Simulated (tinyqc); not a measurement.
# Length offset and series resistance from crossing lines

Question. R_total = Rs + k (L - dL)/Vo with constant Rs, dL and k. Find k, dL and Rs.

R_total at (L, Vo) = (90, 0.43), (180, 0.43), (90, 0.88) and (180, 0.88), L in nm and Vo in V (ohm um): 1144.1860  2148.8372  681.81818  1172.7273

Solution. At each overdrive R is a straight line in L with slope k/Vo; the two lines cross at L = dL, R = Rs.

k = 4.800 ohm um V/nm
dL = 9.000 nm
Rs = 240.0 ohm um

Numbers from tinyqc (`OMP_NUM_THREADS=1 python tinyqc.py 2282037 2282038 out.jsonl`; about 0.05 s on one thread of a shared Intel Xeon 2.30GHz).
